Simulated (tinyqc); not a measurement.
Spin coating of a resist or spin-on film: centrifugal thinning, evaporation and the final thickness (Emslie and Meyerhofer models). Changing the spin speed f. Computed by tinyqc, a small Python program. Command: `OMP_NUM_THREADS=1 python tinyqc.py 3113362 3113363 out.jsonl spincoat sweep`. One thread of a shared host (Intel(R) Xeon(R) Processor @ 2.30GHz), about 0.2 s of CPU time with the checks.

A Newtonian film stays uniform over the wafer; solvent and solids have the same density and the concentration is uniform through the thickness.

Inputs (values chosen for the exercise, of the order of those of a polymer resist in an ester solvent): solids volume fraction c0 = 0.32; kinematic viscosity of the solvent nu_s = 1.6 mm^2/s; viscosity constant k = 3400 mm^2/s; viscosity exponent gamma = 2.1; evaporation rate at 1000 rpm e0 = 0.43 micrometre/s; starting thickness h0 = 600 micrometre; wafer radius R = 100 mm; shrinkage in the bake = 9.8 %.

Method:
- omega = 2 pi f/60; nu(c) = nu_s + k c^gamma; evaporation rate e = e0 sqrt(f/1000 rpm).
- Flow constant K = 2 omega^2/(3 nu(c0)); Reynolds number of the air omega R^2/nu_air with nu_air = 15 mm^2/s.
- Full model for solids s and liquid l per area, h = s + l, c = s/h: ds/dt = -c Q, dl/dt = -(1 - c) Q - e, Q = 2 omega^2 h^3/(3 nu(c)); integrated adaptively (relative tolerance 1e-9) until l = 0.
- Dry film = s at l = 0, before the bake; film after the bake = s x (1 - shrinkage).

One run for each value:
```
spin speed f (rpm)  dry film (nm)  time to dry (s)  Reynolds number of the air
400                         15937            148.0                   2.793e+04
610                         12907             97.2                   4.259e+04
940                         10398             63.1                   6.562e+04
1400                         8520             42.4                   9.774e+04
2200                         6797             27.0                   1.536e+05
3400                         5467             17.5                   2.374e+05
5200                         4421             11.4                   3.630e+05
8000                         3564              7.4                   5.585e+05
```

Describe and explain the trends.

Over the rows, dry film (nm) falls from 15900 to 3560 (exponent d ln y / d ln x about -0.50 throughout); time to dry (s) falls from 148 to 7.42 (exponent d ln y / d ln x about -1.00 throughout); Reynolds number of the air rises from 27900 to 559000 (exponent d ln y / d ln x about 1.0 throughout). The exponent of dry film stays at -0.50: (e/omega^2)^(1/3) with e as sqrt(f).

Caution (rows 5200, 8000): above a Reynolds number of about 3e5 the air flow near the rim turns turbulent, and evaporation is no longer uniform.
